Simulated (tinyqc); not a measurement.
# Read current of a NAND string, cells in series solved by shooting: what changes with what

Cells in series, numbered from 0 at the source line (0 V) to the bit line, each followed by a gap resistance Rg. A cell with gate Vg, threshold VT, source Vs and drain Vd passes I = 2 nf K Vt^2 [F(Vs) - F(Vd)]/(1 + th max(Vg - VT, 0)), F(V) = ln^2(1 + exp((Vg - VT - nf V)/(2 nf Vt))). The selected cell has Vg = Vr, the others Vg = Vp.

Inputs (values chosen for the exercise); values of the order met in vertical NAND strings: temperature T = 300 K; gain factor of a cell K = 15 uA/V^2; slope factor nf = 2.4; mobility reduction factor th = 0.05 1/V; resistance of the gap between cells Rg = 1.1 kohm; bit-line voltage Vbl = 0.7 V; pass voltage Vp = 7.5 V; threshold of an erased cell Ve = -1.3 V; threshold of the highest state Vh = 4.3 V; threshold of the selected cell Vx = 1.5 V; sensing current Is = 20 nA; read voltage on the selected word line Vr = 2.88 V.

Constants: q = 1.602176634e-19 C, kB = 1.380649e-23 J/K, Vt = kB T/q. Results are converted to the units shown.

Each table varies one quantity; the others keep the values above.

## Read current against the number of cells

For a trial current I start at 0 V and, cell by cell, solve for the drain: sqrt(F(Vd)) = sqrt(F(Vs) - I/k), k = 2 nf K Vt^2/(1 + th max(Vg - VT, 0)), Vd = [Vg - VT - 2 nf Vt ln(exp(sqrt F) - 1)]/nf, then add I Rg. The string current is the I for which the last node reaches Vbl. The apparent threshold is the Vr at which I = Is. Background: all other cells erased (VT = Ve) or all in the highest state (VT = Vh); ratio and shift are high over erased and high minus erased. The selected cell is in the middle, cell n/2.

Results:

| n | I, others erased (uA) | I, others high (uA) | ratio | apparent VT, erased (V) | apparent VT, high (V) | background shift (mV) |
|---|---|---|---|---|---|---|
| 8 | 3.036 | 1.932 | 0.6363 | 1.490 | 1.493 | 2.549 |
| 16 | 2.113 | 1.116 | 0.5285 | 1.492 | 1.497 | 5.104 |
| 32 | 1.301 | 0.6001 | 0.4613 | 1.497 | 1.507 | 10.26 |
| 64 | 0.7314 | 0.3111 | 0.4253 | 1.506 | 1.527 | 20.66 |
| 128 | 0.3892 | 0.1584 | 0.4069 | 1.525 | 1.566 | 41.75 |
| 192 | 0.2651 | 0.1062 | 0.4007 | 1.543 | 1.607 | 63.30 |

Estimate the missing row, n = 96.

Computed row:

| n | I, others erased (uA) | I, others high (uA) | ratio | apparent VT, erased (V) | apparent VT, high (V) | background shift (mV) |
|---|---|---|---|---|---|---|
| 96 | 0.5082 | 0.2099 | 0.4131 | 1.515 | 1.547 | 31.15 |

With this row back in the table: With erased neighbours the current falls from 3.04 to 0.265 uA, as n^(-0.52) between the first two rows and n^(-0.95) between the last two (-1 once the series resistance rules). The ratio falls from 0.636 to 0.401 and the background shift rises from 2.55 to 63.3 mV.

## Effect of the position of the selected cell

Same model as above.

The string has 128 cells, numbered from the source.

Effect of the position of the selected cell:

| j | I, others erased (uA) | I, others high (uA) | ratio | apparent VT, erased (V) | apparent VT, high (V) | background shift (mV) |
|---|---|---|---|---|---|---|
| 0 | 0.4045 | 0.1599 | 0.3953 | 1.488 | 1.488 | 4.514e-7 |
| 18 | 0.4023 | 0.1597 | 0.3969 | 1.498 | 1.510 | 11.56 |
| 36 | 0.3991 | 0.1594 | 0.3993 | 1.508 | 1.532 | 23.27 |
| 54 | 0.3939 | 0.1588 | 0.4032 | 1.519 | 1.554 | 35.11 |
| 73 | 0.3831 | 0.1578 | 0.4118 | 1.530 | 1.578 | 47.77 |
| 91 | 0.3592 | 0.1551 | 0.4317 | 1.540 | 1.600 | 59.90 |
| 109 | 0.3177 | 0.1449 | 0.4561 | 1.551 | 1.623 | 72.18 |
| 127 | 0.2789 | 0.1273 | 0.4564 | 1.561 | 1.646 | 84.62 |

Read the table: what changes, and by how much?

From the source end to the bit-line end the apparent VT with high neighbours rises from 1.488 to 1.646 V and the background shift rises from 4.51e-7 to 84.6 mV. Cells and gaps on the source side raise the source of the selected cell, which costs nf times that voltage in gate drive; those on the drain side only lower its drain voltage.

Computed by the program tinyqc: `OMP_NUM_THREADS=1 python tinyqc.py 2142202 2142203 out.jsonl`, one thread of a shared Intel Xeon 2.30GHz, about 1 s for the whole run.
